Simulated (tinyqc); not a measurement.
# Floating body of a partially depleted SOI transistor: body voltage and kink: what changes with what

Source at 0 V. Channel current Ic = 2 nf K Vt^2 [F(0) - F(Vd)](1 + la Vd), F(V) = ln^2(1 + exp((Vg - VT - nf V)/(2 nf Vt))), VT = VT0 - gb Vb. Saturation voltage Vs = 2 Vt sqrt(F(0)) + 3 Vt, excess Ve = (Vd - Vs + sqrt((Vd - Vs)^2 + 0.0004 V^2))/2, multiplication M1 = Ai Ve exp(-Bl/Ve). Each junction passes D(v) = J1 (exp(v/Vt) - 1) + J2 (exp(v/(2 Vt)) - 1). Bipolar current Ib = bb J1 (exp(Vb/Vt) - 1). The body settles where M1 (Ic + Ib) = D(Vb) + D(Vb - Vd) + Vb/Rb; drain current Id = (1 + M1)(Ic + Ib) - D(Vb - Vd).

Values chosen for this exercise; values of the order met in partially depleted silicon-on-insulator transistors: temperature T = 330 K; threshold at zero body voltage VT0 = 0.31 V; fall of the threshold per volt of body voltage gb = 0.21; slope factor nf = 1.16; gain factor per width K = 230 uA/(V^2 um); channel-length modulation factor la = 0.05 1/V; impact-ionisation prefactor Ai = 2.56 1/V; impact-ionisation voltage Bl = 6.4 V; diffusion saturation current of each junction J1 = 9.3e-11 uA/um; recombination saturation current of each junction J2 = 2e-8 uA/um; gain of the lateral bipolar transistor on the diffusion current bb = 3; resistance of a weak body tie to the source (1e9 stands for no tie, and the term is then dropped) Rb = 20000 kohm um; gate voltage Vg = 0.73 V; drain voltage Vd = 2.4 V.

Constants: q = 1.602176634e-19 C, kB = 1.380649e-23 J/K, Vt = kB T/q. Results are converted to the units shown.

Each table varies one quantity; the others keep the values above.

## Output curve and kink

Rows with more than one solution for Vb (latch) are left out; dId/dVd by a forward difference over 1e-4 V, swing = 1e-4 V over the change of log10 Id; M1 under 1e-12 is printed as 0.

Output curve and kink:
```
Vd (V)    Vb (V)        M1  Id, floating (uA/um)  Id, grounded (uA/um)  ratio  dId/dVd, floating (uS/um)  dId/dVd, grounded (uS/um)
1       0.004793  1.298e-5                 18.46                 18.37  1.005                      2.871                     0.8804
1.2       0.1224  2.932e-4                 20.89                 18.55  1.126                      28.39                     0.9668
1.4       0.5284  0.001254                 29.98                 18.78  1.596                      21.25                      1.325
1.6       0.6042  0.005789                 32.68                 19.11  1.710                      12.33                      2.114
1.8       0.6420   0.01789                 35.67                 19.65  1.815                      18.75                      3.368
2         0.6702   0.04189                 40.73                 20.49  1.988                      33.71                      5.023
2.2       0.6944   0.08151                 50.27                 21.68  2.319                      66.14                      6.978
```

Vb rises from 0.00479 to 0.694 V and the ratio of the currents rises from 1.00 to 2.32. The output conductance with a floating body exceeds the grounded value by the largest factor among the rows, 29.4, at Vd = 1.2 V, where Vb = 0.122 V and M1 = 2.93e-4.

## Transfer curve and swing

Same model as above.

Result of one run:
columns A: Vg (V); B: Vb (V); C: M1; D: Id, floating (uA/um); E: Id, grounded (uA/um); F: ratio; G: swing, floating (mV/decade); H: swing, grounded (mV/decade)
```
A          B       C      D      E      F     G      H
0.66  0.7180  0.1611  62.28  16.55  3.764  1245  429.1
```

What becomes of these results when the gate voltage Vg is changed from 0.66 to 0.46 V, all else the same?

Result of the changed run:
columns A: Vg (V); B: Vb (V); C: M1; D: Id, floating (uA/um); E: Id, grounded (uA/um); F: ratio; G: swing, floating (mV/decade); H: swing, grounded (mV/decade)
```
A          B       C      D      E      F      G      H
0.46  0.7150  0.2338  41.01  3.523  11.64  984.4  204.4
```

The whole series:
columns A: Vg (V); B: Vb (V); C: M1; D: Id, floating (uA/um); E: Id, grounded (uA/um); F: ratio; G: swing, floating (mV/decade); H: swing, grounded (mV/decade)
```
A          B       C      D        E      F       G      H
0.26  0.7163  0.3164  33.80  0.09710  348.1  -321.6  91.94
0.36  0.7121  0.2753  32.52   0.8417  38.64    1110  129.2
0.46  0.7150  0.2338  41.01    3.523  11.64   984.4  204.4
0.56  0.7171  0.1955  51.19    8.807  5.812    1104  309.2
0.66  0.7180  0.1611  62.28    16.55  3.764    1245  429.1
```

Vb goes from 0.716 through a minimum of 0.712 (at Vg = 0.36 V among the rows listed) to 0.718 V. The smallest swing among the rows is -322 mV a decade with a floating body (at Vg = 0.26 V) and 91.9 with a grounded one; Vt ln 10 = 65.5. The floating swing is smaller by more than 3 % for Vg = 0.26 V, where the rising Vb lowers the threshold as Vg rises. In the first row the floating body raises the current by a factor of 348.

Range of the model: The multiplication law is an empirical form chosen for the exercise; self-heating and capacitive coupling to the body are left out, and the linear laws are rough once Vb passes about 0.7 V or M1 about 0.1.

Numbers from tinyqc (`OMP_NUM_THREADS=1 python tinyqc.py 2182084 2182085 out.jsonl`; about 0.2 s on one thread of a shared Intel Xeon 2.30GHz).
